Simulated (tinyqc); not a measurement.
## Polycrystalline film, grain-boundary barriers (Seto model): effect of the temperature

One-dimensional grains of size Lg with donors N; each boundary has Qt acceptor-like traps per area at one level Et below the band edge. Trapped electrons qt deplete a width w = qt/N (both sides together) and raise a barrier Vb = q N w^2/(8 eps0 eps_r). Current crosses the barriers by thermionic emission at small bias. Abrupt depletion, full ionisation, Boltzmann statistics.

Nc is given at 300 K and scales as (T/300 K)^1.5; mg and vc are fixed. Partly depleted grains: the density at the grain centre is n0 = N and qt = Qt/(1 + 2 (Nc/N) exp((Vb - Et)/Vt)). If that gives qt >= N Lg, the grains are fully depleted: qt = N Lg, w = Lg and n0 = 2 Nc exp((Vb - Et)/Vt)/(Qt/(N Lg) - 1). Resistivity: barriers rb = Vt exp(Vb/Vt)/(q n0 vc Lg), grain interior rg = (1 - w/Lg)/(q mg N); effective mobility 1/(q N (rb + rg)).

Inputs (values chosen for the exercise); values close to those of polycrystalline silicon:
```
symbol,value,unit,meaning
eps_r,11.7,,relative permittivity of the semiconductor
Lg,20,nm,grain size
Qt,1.3e12,cm^-2,trap density at a boundary
N,3.6e17,cm^-3,donor density
mg,150,cm^2/(V s),mobility inside a grain
vc,4.6e6,cm/s,collection velocity at the barrier
Nc,2.8e19,cm^-3,conduction-band density of states at the reference temperature
Et,0.54,eV,trap level below the band edge
```

Constants: q = 1.602176634e-19 C, kB = 1.380649e-23 J/K, Vt = kB T/q, eps0 = 8.8541878128e-14 F/cm where lengths are in cm. Results are converted to the units shown.

The same in every row: w/Lg = 1.0000; Vb (V) = 0.027839.

Effect of the temperature:

| T (K) | n0 (cm^-3) | resistivity (ohm cm) |
|---|---|---|
| 220 | 8.0800e7 | 6.9122e8 |
| 250 | 2.5038e9 | 2.1253e7 |
| 280 | 3.7901e10 | 1.3692e6 |
| 310 | 3.4440e11 | 1.4919e5 |
| 340 | 2.1475e12 | 23937 |
| 370 | 1.0059e13 | 5148.9 |
| 400 | 3.7718e13 | 1390.4 |
| 430 | 1.1854e14 | 449.52 |

Read the table: what changes, and by how much?

As T goes from 220 to 430 K, the barrier stays at 0.0278 V and the resistivity falls from 6.91e8 to 450 ohm cm. The grains are fully depleted in 8 of the 8 rows. The activation energy between the first two rows is 0.550 eV. In every row the barrier is under 2 Vt, where the depletion and emission pictures are rough.

Program tinyqc, `OMP_NUM_THREADS=1 python tinyqc.py 2610013 2610014 out.jsonl`; Intel Xeon 2.30GHz, shared host, one thread, about 0.01 s.
